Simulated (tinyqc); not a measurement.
The choice of windows: ionisation potential and affinity of a slab from the planar-averaged potential.

A model of the planar-averaged electrostatic energy of an electron in a periodic cell of N1 periods of A (L1 = N1 n1 h) and N2 periods of vacuum (L2 = N2 n2 h), on z_j = j h: V(z) = f VA + (1 - f) VB + F t(z), VA = V1[0] + V1[1] cos(2 pi z/(n1 h)) + V1[2] cos(4 pi z/(n1 h)), VB the same with V2, n2 and z - L1. f = [tanh(z/w) - tanh((z - L1)/w) + tanh((z - L1 - L2)/w)]/2 + 1/2; t(z) = z - L1/2 in A and (L1/L2)(L1 + L2/2 - z) beyond, so that the cell is periodic.

Running mean over n points, periodic: for odd n the plain mean of the n points centred on j; for even n the n + 1 points with half weight at both ends. The macroscopic average applies the mean over n1 points and then over n2 points.

Inputs chosen for the exercise (gap near that of Si; shifted at random, so the results belong to these values and not to a real crystal):
- h = 0.25 angstrom (grid step)
- n1 = 7 (grid points per period of A)
- n2 = 6 (grid points per period of the vacuum filter)
- N1 = 4 (periods of A)
- N2 = 4 (periods of vacuum)
- V1 = (-7.36, 4.89, -0.28) eV (mean and two harmonics of the potential in A)
- V2 = (0, 0, 0) eV (the same in vacuum)
- w = 0.45 angstrom (width of the interfaces)
- F = 0.007 eV/angstrom (slope in A from opposite charges on the two interfaces)

dV read at j = 14 and 40 after means over the numbers of points listed; ripple is the spread over the five points around each.

Results:

| windows | dV (eV) | ripple in A (meV) | ripple in vacuum (meV) |
|---|---|---|---|
| none | 2.750 | 5449 | 8 |
| 7 only | 7.360 | 7 | 9 |
| 6 only | 6.596 | 956 | 9 |
| 8 only | 7.932 | 718 | 9 |
| 8, 7 | 7.358 | 7 | 8 |
| 7, 6 | 7.359 | 7 | 8 |

Which rows can be used, and how does a wrong window show?

The last row matches both periods and lies -1 meV from the value of a thick cell, V2[0] - V1[0] = 7.360 eV. Against it the raw potential errs by -4.61 eV. Within 20 meV of it lie: 7 only and 8, 7. A window one point too long leaves a ripple of 718 meV in A, against 7 meV in the last row (of which the slope F makes 7 meV): the ripple is the sign to look for. Rows to use, with under 30 meV of ripple in both regions once the tilt is taken off: 7 only, 8, 7 and 7, 6. A row with a large ripple can hit the right value only by chance.

Computed by tinyqc, a small Python program: `OMP_NUM_THREADS=1 python tinyqc.py 1850263 1850264 out.jsonl` (the numbers bound the seed that draws the inputs); one thread of a shared host (Intel(R) Xeon(R) Processor @ 2.30GHz), about 0.01 s for the whole set of steps.
